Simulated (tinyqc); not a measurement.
Coherent transport through a tight-binding region between two chains, step by step. One step of it, computed by the program tinyqc.

Task: Transmission at E = -0.73 eV. Surface Green function g = (E - i sqrt(4 t^2 - E^2)) / (2 t^2); self-energy tc^2 g on each contact site; G = (E - H - Sigma)^(-1); Gamma = -2 Im Sigma; T = Gamma_L Gamma_R |G_LR|^2; local density of states -Im G_ii / pi.

H of the central region (eV):
$$\begin{pmatrix}
0.000000 & -0.930000 & 0.000000 & 0.000000 & 0.000000 \\
-0.930000 & 0.000000 & -0.930000 & 0.000000 & 0.000000 \\
0.000000 & -0.930000 & 0.000000 & -0.480000 & 0.000000 \\
0.000000 & 0.000000 & -0.480000 & 0.000000 & -0.930000 \\
0.000000 & 0.000000 & 0.000000 & -0.930000 & 0.000000
\end{pmatrix}$$

Leads: semi-infinite chains with site energy 0:
```
parameter                           value
lead hopping t (eV)              1.320000
coupling to the left lead (eV)   0.550000
coupling to the right lead (eV)  0.880000
left contact site                       1
right contact site                      5
```

E = -0.730000 eV

Give: g; G; local density of states; transmission.

Result:

g = -0.2095-0.7280i 1/eV

G (1/eV):
$$\begin{pmatrix}
-0.2926-0.3026i & 0.7939-0.1476i & 0.9157+0.1867i & -0.1454+0.5701i & -0.5868+0.3511i \\
0.7939-0.1476i & 0.5341-0.2938i & 0.7006-0.0830i & 0.0308+0.4431i & -0.3375+0.3906i \\
0.9157+0.1867i & 0.7006-0.0830i & -0.3658-0.2519i & 0.1696-0.2223i & 0.3219-0.0445i \\
-0.1454+0.5701i & 0.0308+0.4431i & 0.1696-0.2223i & 0.1982-1.1965i & 1.1434-0.8244i \\
-0.5868+0.3511i & -0.3375+0.3906i & 0.3219-0.0445i & 1.1434-0.8244i & 0.7313-0.6242i
\end{pmatrix}$$

local density of states (1/eV): [0.0963, 0.0935, 0.0802, 0.3808, 0.1987]

transmission = 0.2322
